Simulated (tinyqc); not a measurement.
Shallow donor in an anisotropic valley (effective-mass theory): sweeps and comparisons. A value that a table varies takes the place of the one given here.

One valley: H = -c [(d2/dx2 + d2/dy2)/mt + (d2/dz2)/ml] - q/(eps r), c = hbar^2/2m0, q = e^2/(4 pi eps0). Trial function exp(-sqrt((x^2 + y^2)/a^2 + z^2/b^2)) with a > b: T = (c/3)(2/(mt a^2) + 1/(ml b^2)), V = -(q/eps) atan(u/b)/u, u = sqrt(a^2 - b^2). The central cell of the impurity is left out.

Constants: hbar^2/2m0 = 3.80998211 eV angstrom^2; e^2/(4 pi eps0) = 14.39964547 eV angstrom; Ry = 13.60569312 eV; a0 (Bohr radius) = 0.5291772105 angstrom.

Parameters, chosen for this exercise (near those of a group-V donor in Si; shifted at random, so the results belong to these values and not to a real crystal):
- mt = 0.187 m0 (transverse mass)
- eps = 11.4 (dielectric constant)
- xs = (1.3, 2.4, 3.3, 4.2, 9.9, 18, 56, 150) (ratios ml/mt)
- E0 = -30.6 meV (single-valley level)
- D0 = 4.2 meV (central-cell shift)
- D1 = 2.22 meV (coupling of perpendicular valleys)
- D2 = 1.49 meV (coupling of opposite valleys)
- ml = 0.898 m0 (longitudinal mass)

## Mass anisotropy

mt and eps fixed, ml varied. Energies in units of Ry*(mt) = Ry mt/eps^2 and lengths in a*(mt) = a0 eps/mt; the last two columns use one mass, 3/(1/ml + 2/mt) or (ml mt^2)^(1/3).

Results:

| ml/mt | a/a* | b/a | binding | conductivity mass | density-of-states mass |
|---|---|---|---|---|---|
| 1.30 | 0.947 | 0.911 | 1.089 | 1.083 | 1.091 |
| 2.40 | 0.841 | 0.733 | 1.307 | 1.241 | 1.339 |
| 3.30 | 0.796 | 0.656 | 1.425 | 1.303 | 1.489 |
| 4.20 | 0.765 | 0.602 | 1.515 | 1.340 | 1.613 |
| 9.90 | 0.675 | 0.447 | 1.835 | 1.428 | 2.147 |
| 18.0 | 0.627 | 0.364 | 2.052 | 1.459 | 2.621 |
| 56.0 | 0.561 | 0.247 | 2.433 | 1.487 | 3.826 |
| 150 | 0.521 | 0.177 | 2.715 | 1.495 | 5.313 |

What does this show?

The binding grows from 1.09 to 2.72 Ry*(mt); for ml going to infinity the exact problem becomes two-dimensional, with 4 Ry*. The conductivity mass saturates at 1.5 and underbinds, by 11 % at ml/mt = 4.2; the density-of-states mass errs by +7 % there and by +96 % in the last row. With these mt and eps one unit is 19.58 meV.

## Strain along [001] (shallow donor in effective-mass theory, with valley-orbit splitting)

Basis: the 1s envelopes of the valleys +x, -x, +y, -y, +z, -z. Diagonal E0 - D0, element -D2 between opposite valleys and -D1 between perpendicular ones. Strain along [001] adds 2 Ds/3 to the z valleys and -Ds/3 to the others.

Ground level, gap to the next level, weight in the z valleys and contact density (sum of amplitudes)^2/6.

Results:

| Ds (meV) | ground (meV) | gap (meV) | z weight | contact density | ground less band edge (meV) |
|---|---|---|---|---|---|
| -120 | -116.63 | 3.32 | 0.997 | 0.385 | -36.63 |
| -40 | -64.03 | 4.06 | 0.971 | 0.500 | -37.37 |
| -15 | -49.21 | 5.90 | 0.822 | 0.754 | -39.21 |
| -5 | -45.63 | 8.99 | 0.522 | 0.964 | -42.30 |
| 0 | -45.17 | 11.86 | 0.333 | 1.000 | -45.17 |
| 5 | -45.53 | 10.56 | 0.200 | 0.977 | -43.87 |
| 15 | -47.58 | 9.27 | 0.080 | 0.896 | -42.58 |
| 40 | -54.93 | 8.29 | 0.019 | 0.789 | -41.60 |
| 120 | -81.05 | 7.74 | 0.003 | 0.713 | -41.05 |

What does this show, and why?

The scale is the A1-E splitting 6 D1 = 13.3 meV. The contact density is largest without strain and falls to 0.385 and 0.713 at the ends, towards 1/3 (two valleys) and 2/3 (four valleys). The binding below the lowest band edge drops from 45.2 meV to 36.6 meV when the two z valleys are lowest and to 41.0 meV when the four others are, since fewer valleys share the coupling.

## What each parameter does

The minimum of the trial energy. Each row changes one parameter from the base and keeps the others.

Results:

| case | E (meV) | a (angstrom) | b (angstrom) | b/a |
|---|---|---|---|---|
| base | -30.63 | 24.15 | 13.88 | 0.575 |
| ml = 1.123 m0 | -32.27 | 23.34 | 12.41 | 0.532 |
| mt = 0.168 m0 | -28.23 | 26.44 | 14.64 | 0.554 |
| eps = 10.3 | -37.52 | 21.82 | 12.54 | 0.575 |

How do the results move?

The largest shifts from the base row, up to three for each result and ties (the steps differ in size, so this ranks the rows, not the parameters). E (meV): eps -6.89, mt +2.41, ml -1.64. a (angstrom): eps -2.33, mt +2.29, ml -0.81. b (angstrom): ml -1.47, eps -1.34, mt +0.76. b/a: ml -0.043, mt -0.021; unchanged at the printed digits by eps. eps only rescales the solution (E as 1/eps^2, lengths as eps), so b/a depends on ml/mt alone.

(tinyqc, `OMP_NUM_THREADS=1 python tinyqc.py 1252535 1252536 out.jsonl`, Intel(R) Xeon(R) Processor @ 2.30GHz, 1 thread, shared host, about 0.01 s.)
